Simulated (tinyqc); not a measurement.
Implant damage, amorphisation by cascade overlap, and solid-phase epitaxial regrowth: one step, computed by the program tinyqc. Command: `OMP_NUM_THREADS=1 python tinyqc.py 3112319 3112320 out.jsonl sper walk`. One thread of a shared host (Intel(R) Xeon(R) Processor @ 2.30GHz), about 0.01 s of CPU time with the checks.

Range and width of the damage are inputs. Dynamic annealing enters only through the surviving share f.

Task: Overlap model. Gibbons model: a point turns amorphous after n + 1 hits; with y = A_i Q the amorphous share is 1 - exp(-y) sum_(k=0..n) y^k/k!. Doses are set by y.

Inputs (values chosen for the exercise, modelled on germanium ions in germanium): overlaps needed n = 1; area amorphised by one track A_i = 0.35 nm^2.

Give: the table «Amorphous share» with the columns Q (1/cm^2), direct impact (n = 0), given n, for y = 0.1, 0.3, 0.6, 1.0, 2.0, 3.0, 5.0, 8.0.

Result:

Amorphous share:
```
y    Q (1/cm^2)  direct impact (n = 0)  given n
0.1   2.857e+13                 0.0952   0.0047
0.3   8.571e+13                 0.2592   0.0369
0.6   1.714e+14                 0.4512   0.1219
1.0   2.857e+14                 0.6321   0.2642
2.0   5.714e+14                 0.8647   0.5940
3.0   8.571e+14                 0.9502   0.8009
5.0   1.429e+15                 0.9933   0.9596
8.0   2.286e+15                 0.9997   0.9970
```

At small y the share grows as y^2; between the first rows the exponent is 1.88.
